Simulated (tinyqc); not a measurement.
## Ballistic conductance of a hard-wall strip of a two-dimensional electron gas by counting modes: thermal smearing

Subband edges E_n = C (n pi/W)^2/m, n = 1, 2, ...; C = hbar^2/(2 m0). Every mode transmits fully; spin gives the factor 2 in 2 q^2/h, valleys the factor gv.

G = (2 q^2/h) gv M; at zero temperature M counts the edges below Ef, at T it is the sum of degeneracy times f. The smooth (Sharvin) count is kF W/pi, kF = sqrt(m Ef/C), and with the boundary term kF W/pi - 1/2. f = 1/(1 + exp((E_n - Ef)/Vt)).

Values chosen for this exercise:

| symbol | value | unit | meaning |
|---|---|---|---|
| m | 0.18 | m0 | mass |
| gv | 1 |  | valleys |
| Ef | 0.238 | eV | Fermi energy above the 2D band edge |
| W | 19 | nm | width |

Constants: q = 1.602176634e-19 C, kB = 1.380649e-23 J/K, hbar = 1.054571817e-34 J s, h = 6.62607015e-34 J s, m0 = 9.1093837015e-31 kg, Vt = kB T/q, hbar^2/(2 m0) = 0.0380998212 eV nm^2. Results are converted to the units shown.

Thermal smearing:
```
T (K)  kB T (meV)  M at T  G (uS)
2         0.17235  6.0000  464.89
10        0.86173  6.0000  464.89
30         2.5852  6.0000  464.88
77         6.6353  5.9897  464.09
150        12.926  5.9364  459.96
220        18.958  5.9032  457.39
300        25.852  5.8806  455.64
400        34.469  5.8510  453.34
```

M at T falls from 6.00 to 5.85; the integer count is 6. The edge nearest to Ef lies 29.7 meV from it, and M stays within 0.01 of the integer up to 30 K among the rows.

Program tinyqc, `OMP_NUM_THREADS=1 python tinyqc.py 2740124 2740125 out.jsonl`; Intel Xeon 2.30GHz, shared host, one thread, about 0.07 s.
